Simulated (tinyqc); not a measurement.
sp3s* tight binding: one step. Levels at this k. Two cases, with inputs chosen for the exercise.

Question. Diagonalise H, which belongs to k = (0.38, 0, 0) (2 pi/a). Four bands are filled (two electrons each); give the make-up of band 5, the lowest empty one.

Give: levels; weights of band 5; weight of band 5 on atom a.

Case 1.

H(k) (eV):
```
             sa         xa          ya          za         s*a          sc         xc         yc         zc
sa    -4.604000          0           0           0           0  -18.993078  8.554347i          0          0
xa            0   3.896000           0           0           0  -8.554347i   3.216516          0          0
ya            0          0    3.896000           0           0           0          0   3.216516  6.640453i
za            0          0           0    3.896000           0           0          0  6.640453i   3.216516
s*a           0          0           0           0   11.292000           0  4.662482i          0          0
sc   -18.993078  8.554347i           0           0           0   -4.604000          0          0          0
xc   -8.554347i   3.216516           0           0  -4.662482i           0   3.896000          0          0
yc            0          0    3.216516  -6.640453i           0           0          0   3.896000          0
zc            0          0  -6.640453i    3.216516           0           0          0          0   3.896000
s*c           0  4.662482i           0           0           0           0          0          0          0

            s*c
sa            0
xa   -4.662482i
ya            0
za            0
s*a           0
sc            0
xc            0
yc            0
zc            0
s*c   11.292000
```

Answer.

levels (eV): -25.8567  -4.5551  -3.4825  -3.4825  5.7128  11.2745  11.2745  11.8377  14.9514  19.0780

weights of band 5: s 0.048, p 0.561, s* 0.392

weight of band 5 on atom a = 0.500

The vertical gap at this k is 9.1952 eV; band 5 is mostly p-like.

Case 2.

H(k) (eV):
```
             sa         xa          ya          za         s*a          sc         xc         yc         zc
sa    -8.381000          0           0           0           0   -5.259405  2.491716i          0          0
xa            0   1.036000           0           0           0  -3.260646i   1.622732          0          0
ya            0          0    1.036000           0           0           0          0   1.622732  2.863253i
za            0          0           0    1.036000           0           0          0  2.863253i   1.622732
s*a           0          0           0           0    8.492000           0  2.760391i          0          0
sc    -5.259405  3.260646i           0           0           0   -2.633000          0          0          0
xc   -2.491716i   1.622732           0           0  -2.760391i           0   3.684000          0          0
yc            0          0    1.622732  -2.863253i           0           0          0   3.684000          0
zc            0          0  -2.863253i    1.622732           0           0          0          0   3.684000
s*c           0  2.729477i           0           0           0           0          0          0          0

            s*c
sa            0
xa   -2.729477i
ya            0
za            0
s*a           0
sc            0
xc            0
yc            0
zc            0
s*c    6.830000
```

Answer.

levels (eV): -11.9690  -3.0840  -1.1875  -1.1875  2.7476  3.3353  5.9075  5.9075  8.1089  9.8891

weights of band 5: s 0.568, p 0.306, s* 0.125

weight of band 5 on atom a = 0.398

The vertical gap at this k is 3.9351 eV; band 5 is mostly s-like.

Computed by tinyqc, one run a case: `OMP_NUM_THREADS=1 python tinyqc.py N N+1 out.jsonl` with N = 1480767, 1482270; one thread of a shared Intel(R) Xeon(R) Processor @ 2.30GHz, about 0.09 s a run at most.
